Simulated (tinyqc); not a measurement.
Gated graphene: carriers, quantum capacitance and optical conductivity: sweeps and comparisons. A value that a table varies takes the place of the one given here.

Cones E = +/- hv |k|, four flavours, D(E) = 2|E|/(pi hv^2). n = (2/pi)(kT/hv)^2 F_1(mu/kT), p = (2/pi)(kT/hv)^2 F_1(-mu/kT), in 1/angstrom^2 (1e16 for 1/cm^2); F_1(eta) = integral_0^infinity x dx/(1 + exp(x - eta)). Cq/e^2 = d(n - p)/d mu = (2 kT/(pi hv^2)) ln(2 + 2 cosh(mu/kT)).

Gate: V = mu/e + e (n - p)/Cox with Cox/e^2 = k/(4 pi e2 t), t in angstrom, e2 = e^2/(4 pi eps0); 1/(eV angstrom^2) in C/e^2 equals 1602.176634 microfarad/cm^2; total 1/C = 1/Cox + 1/Cq.

Conductivity over sigma0 = e^2/(4 hbar): interband Re = sinh(E/2kT)/(cosh(mu/kT) + cosh(E/2kT)); intraband Re = (8 kT/pi) ln(2 cosh(mu/2kT)) Gm/(E^2 + Gm^2). A free sheet absorbs about pi alpha_f Re(sigma/sigma0), alpha_f the fine-structure constant (alpha among the constants).

Constants: kB = 8.617333262e-05 eV/K; e^2/(4 pi eps0) = 14.39964547 eV angstrom; fine-structure constant alpha = 0.007297352564.

Inputs chosen for the exercise (Fermi velocity near that of graphene, gate dielectric near SiO2; shifted at random, so the results belong to these values and not to a real crystal):
- hv = 6.25 eV angstrom (hbar vF)
- T = 300 K
- k = 3.98 (dielectric constant of the gate layer)
- t = 285 nm (its thickness)
- Gm = 20 meV (intraband damping)
- V = -41.72 V (gate voltage from the neutrality point)

## Gate sweep

Results:
```
V (V)  mu (eV)  n - p (1/cm^2)  n + p (1/cm^2)  Cq (microfarad/cm^2)  C/Cox  Cox V/e (1/cm^2)
0       0.0000               0        1.79e+11                 0.936  0.987                 0
1.3     0.0166        9.90e+10        2.01e+11                  1.00  0.988          1.00e+11
3.3     0.0383        2.52e+11        2.99e+11                  1.28  0.990          2.55e+11
8.3     0.0757        6.35e+11        6.46e+11                  2.05  0.994          6.41e+11
17      0.1176        1.30e+12        1.31e+12                  3.08  0.996          1.31e+12
29      0.1585        2.23e+12        2.23e+12                  4.14  0.997          2.24e+12
42      0.1934        3.23e+12        3.23e+12                  5.05  0.998          3.24e+12
63      0.2393        4.84e+12        4.84e+12                  6.25  0.998          4.86e+12
92      0.2910        7.08e+12        7.08e+12                  7.60  0.998          7.10e+12
```

What does this show?

At neutrality n + p = 1.79e+11 1/cm^2 of thermal carriers remain and C/Cox = 0.987; at the last row C/Cox = 0.998 and the plain capacitor rule overstates n - p by 0.3 %. Between the last two rows mu goes as V^0.52; for |mu| well above kT the limits are 1/2 where Cox is small against Cq and 1 where it is large.

## Absorption spectrum

mu = -0.19270 eV

Results:
```
E (eV)  interband  intraband  absorption (%)
0.039      0.0010     2.5548           5.859
0.077      0.0024     0.7754           1.783
0.135      0.0078     0.2635           0.622
0.193      0.0236     0.1304           0.353
0.270      0.0969     0.0670           0.376
0.328      0.2479     0.0454           0.672
0.385      0.4981     0.0330           1.218
0.443      0.7529     0.0250           1.783
0.501      0.9034     0.0195           2.116
0.617      0.9888     0.0129           2.296
0.771      0.9994     0.0083           2.310
1.156      1.0000     0.0037           2.301
```

How do the results move?

The edge lies at 2|mu| = 0.385 eV and, for |mu| above about 3 kT (here 7.5), rises from 10 % to 90 % over about 8.8 kT = 0.227 eV. The absorption is lowest, 0.353 %, at 0.193 eV of those listed, between the Drude tail and the edge; at the last row it is 2.301 % against pi alpha_f = 2.293 %. The thin-sheet formula fails where the absorption is large, and trigonal warping matters above about 1.5 eV.

## What moves the Fermi level

All results formed anew. Each row changes one parameter from the base and keeps the others.

Results:
```
case                   mu (eV)  n - p (1/cm^2)   C/Cox
base                   -0.1927      -3.205e+12  0.9975
V = -54.236 V          -0.2213      -4.169e+12  0.9979
t = 199.5 nm           -0.2322      -4.574e+12  0.9971
k = 4.78               -0.2122      -3.847e+12  0.9973
hv = 6.88 eV angstrom  -0.2132      -3.203e+12  0.9973
T = 400 K              -0.1883      -3.205e+12  0.9975
```

What does this show?

The largest shifts from the base row, up to three for each result and ties (the steps differ in size, so this ranks the rows, not the parameters). mu (eV): t -0.0395, V -0.0286, hv -0.0205. n - p (1/cm^2): t -1.37e+12, V -9.64e+11, k -6.42e+11; unchanged at the printed digits by T. C/Cox: t -0.0005, V +0.0003, hv -0.0002, k -0.0002; unchanged at the printed digits by T.

Program tinyqc; command `OMP_NUM_THREADS=1 python tinyqc.py 1682422 1682423 out.jsonl`; about 0.01 s on one thread of a shared Intel(R) Xeon(R) Processor @ 2.30GHz.
